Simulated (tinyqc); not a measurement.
What each parameter does: metal-induced gap states at the contact of a metal chain and a two-band chain.

The semiconductor alternates sites A at -Eg/2 and C at +Eg/2 with hopping -t; the gap runs from -Eg/2 to Eg/2. In the gap cosh(q a) = 1 + (Eg^2/4 - E^2)/(2 t^2) and the amplitude changes by -exp(-q a) a period. The metal has site energy 0 and hopping -tm; its end site has g_m = (E - i sqrt(4 tm^2 - E^2))/(2 tm^2). Sites 1, 2, ... count into the semiconductor, with energies e1, e2 alternating. The clean half chain has g1 = 1/(E - e1 - t^2 g2), g2 = 1/(E - e2 - t^2 g1), decaying root. With the contact G11 = 1/(1/g1 - tc^2 g_m), and the density on site j is -Im G_jj/pi = |psi_j/psi_1|^2 (-Im G11/pi), per spin, with psi_2/psi_1 = -t g2, psi_3/psi_2 = -t g1.

Constants: e^2/(4 pi eps0) = 14.39964547 eV angstrom.

Values chosen for the exercise (gap and optical dielectric constant near those of GaAs; the chain itself is a model; shifted at random, so the results belong to these values and not to a real crystal):
- Eg = 1.49 eV (gap)
- t = 2.78 eV (hopping in the semiconductor)
- tm = 3.1 eV (hopping in the metal)
- tc = 1.73 eV (hopping across the contact)
- end = C (site that touches the metal)
- a = 4 angstrom (period (two sites); one chain for each area a^2)
- eps = 10.4 (dielectric constant)
- E = 0.24 eV (energy from mid-gap)

xi = 1/(2q), summed density, and S = 1/(1 + 4 pi e^2 N xi/eps), N = 2 (summed density)/a^2.

One parameter was then changed.

Results before and after:

| case | xi (angstrom) | summed density (1/eV) | S |
|---|---|---|---|
| base | 7.904 | 0.17425 | 0.2503 |
| changed | 7.119 | 0.15050 | 0.3003 |

Which of these changes was made? (a) end = A; (b) tm = 3.41 eV; (c) eps = 11.44; (d) t = 3.058 eV; (e) tc = 1.903 eV; (f) Eg = 1.639 eV.

Answer: (f) Eg = 1.639 eV. Of the candidates, run in turn, only this one gives the changed row.

All candidates:

| case | xi (angstrom) | summed density (1/eV) | S |
|---|---|---|---|
| base | 7.904 | 0.17425 | 0.2503 |
| Eg = 1.639 eV | 7.119 | 0.15050 | 0.3003 |
| t = 3.058 eV | 8.691 | 0.16384 | 0.2441 |
| tm = 3.41 eV | 7.904 | 0.16347 | 0.2625 |
| tc = 1.903 eV | 7.904 | 0.19606 | 0.2288 |
| eps = 11.44 | 7.904 | 0.17425 | 0.2686 |
| end = A | 7.904 | 0.09713 | 0.3746 |

The decay length belongs to the semiconductor alone; the metal and the contact set only the amplitude.

Run: tinyqc, `OMP_NUM_THREADS=1 python tinyqc.py 1480776 1480777 out.jsonl`; Intel(R) Xeon(R) Processor @ 2.30GHz, one thread, shared host; about 0.01 s of CPU time with all checks.
